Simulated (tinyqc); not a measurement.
# Germanium share from the critical thickness

Problem. Critical thickness (Matthews-Blakeslee, 60-degree dislocations): h = bv (1 - nu/4)[ln(h/bv) + 1]/(4 pi e_par (1 + nu)), nu = c12/(c11 + c12). e_par = b1 x. Find e_par and x.

Values chosen for this exercise:
- b1 = 0.0418 (lattice mismatch per unit x)
- c11 = 167 GPa (elastic constant)
- c12 = 62.1 GPa (elastic constant)
- bv = 0.384 nm (Burgers vector)

critical thickness = 14.636286 nm

Answer. For given h the relation is explicit in the strain.

e_par = 0.711 %
x = 0.170

Program tinyqc, `OMP_NUM_THREADS=1 python tinyqc.py 2530092 2530093 out.jsonl`; Intel Xeon 2.30GHz, shared host, one thread, about 0.01 s.
